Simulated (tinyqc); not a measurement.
# Floating body of a partially depleted SOI transistor: body voltage and kink: what changes with what

Source at 0 V. Channel current Ic = 2 nf K Vt^2 [F(0) - F(Vd)](1 + la Vd), F(V) = ln^2(1 + exp((Vg - VT - nf V)/(2 nf Vt))), VT = VT0 - gb Vb. Saturation voltage Vs = 2 Vt sqrt(F(0)) + 3 Vt, excess Ve = (Vd - Vs + sqrt((Vd - Vs)^2 + 0.0004 V^2))/2, multiplication M1 = Ai Ve exp(-Bl/Ve). Each junction passes D(v) = J1 (exp(v/Vt) - 1) + J2 (exp(v/(2 Vt)) - 1). Bipolar current Ib = bb J1 (exp(Vb/Vt) - 1). The body settles where M1 (Ic + Ib) = D(Vb) + D(Vb - Vd) + Vb/Rb; drain current Id = (1 + M1)(Ic + Ib) - D(Vb - Vd).

Parameters, values chosen for the exercise; values of the order met in partially depleted silicon-on-insulator transistors:
- T = 330 K (temperature)
- VT0 = 0.51 V (threshold at zero body voltage)
- gb = 0.34 (fall of the threshold per volt of body voltage)
- nf = 1.38 (slope factor)
- K = 450 uA/(V^2 um) (gain factor per width)
- la = 0.06 1/V (channel-length modulation factor)
- Ai = 1.71 1/V (impact-ionisation prefactor)
- Bl = 7.1 V (impact-ionisation voltage)
- J1 = 2.6e-11 uA/um (diffusion saturation current of each junction)
- J2 = 1.3e-8 uA/um (recombination saturation current of each junction)
- bb = 1 (gain of the lateral bipolar transistor on the diffusion current)
- Rb = 1e9 kohm um (resistance of a weak body tie to the source (1e9 stands for no tie, and the term is then dropped))
- Vg = 0.44 V (gate voltage)
- Vd = 2.5 V (drain voltage)

Constants: q = 1.602176634e-19 C, kB = 1.380649e-23 J/K, Vt = kB T/q. Results are converted to the units shown.

Each table varies one quantity; the others keep the values above.

## Output curve and kink

Rows with more than one solution for Vb (latch) are left out; dId/dVd by a forward difference over 1e-4 V, swing = 1e-4 V over the change of log10 Id; M1 under 1e-12 is printed as 0.

Output curve and kink:
```
Vd (V)  Vb (V)        M1  Id, floating (uA/um)  Id, grounded (uA/um)  ratio  dId/dVd, floating (uS/um)  dId/dVd, grounded (uS/um)
0.8     0.3808  2.001e-5                 1.373                0.1242  11.05                      5.025                   0.007199
1       0.4807  2.799e-4                 2.258                0.1257  17.97                      3.960                   0.007805
1.2     0.5410  0.001657                 2.985                0.1274  23.43                      3.352                   0.009619
1.4     0.5831  0.005910                 3.618                0.1297  27.91                      3.030                    0.01310
1.6     0.6145   0.01536                 4.217                0.1328  31.76                      3.008                    0.01833
1.8     0.6393   0.03234                 4.842                0.1371  35.32                      3.304                    0.02510
2       0.6596   0.05886                 5.561                0.1429  38.92                      3.947                    0.03309
2.2     0.6769   0.09640                 6.449                0.1504  42.88                      5.009                    0.04196
```

Vb rises from 0.381 to 0.677 V and the ratio of the currents rises from 11.1 to 42.9. The output conductance with a floating body exceeds the grounded value by the largest factor among the rows, 698, at Vd = 0.8 V, where Vb = 0.381 V and M1 = 2.00e-5.

## Transfer curve and swing

Same model as above.

Transfer curve and swing:
columns A: Vg (V); B: Vb (V); C: M1; D: Id, floating (uA/um); E: Id, grounded (uA/um); F: ratio; G: swing, floating (mV/decade); H: swing, grounded (mV/decade)
```
A          B        C         D         E      F      G      H
0.06  0.4331   0.2178  7.447e-4  1.470e-5  50.67  64.55  90.59
0.16  0.5338   0.2160   0.02163  1.862e-4  116.2  72.53  90.90
0.26  0.6157   0.2089    0.3844  0.002310  166.4  92.12  92.24
0.36  0.6718   0.1926     2.936   0.02671  109.9  145.4  96.85
0.46  0.7043   0.1709     10.19    0.2518  40.46  238.1  111.3
0.56  0.7234   0.1489     22.43     1.558  14.39  356.4  147.9
0.66  0.7354   0.1285     38.94     5.717  6.811  487.0  216.0
0.76  0.7433   0.1099     59.11     13.92  4.246  622.5  310.9
0.86  0.7485  0.09311     82.59     26.28  3.143  759.1  421.6
```

What does the comparison show?

Vb rises from 0.433 to 0.749 V. The smallest swing among the rows is 64.5 mV a decade with a floating body (at Vg = 0.06 V) and 90.6 with a grounded one; Vt ln 10 = 65.5. The floating swing is smaller by more than 3 % for Vg = 0.06, 0.16 V, where the rising Vb lowers the threshold as Vg rises. In the first row the floating body raises the current by a factor of 50.7.

Range of the model: The multiplication law is an empirical form chosen for the exercise; self-heating and capacitive coupling to the body are left out, and the linear laws are rough once Vb passes about 0.7 V or M1 about 0.1.

Program tinyqc, `OMP_NUM_THREADS=1 python tinyqc.py 2182132 2182133 out.jsonl`; Intel Xeon 2.30GHz, shared host, one thread, about 0.2 s.
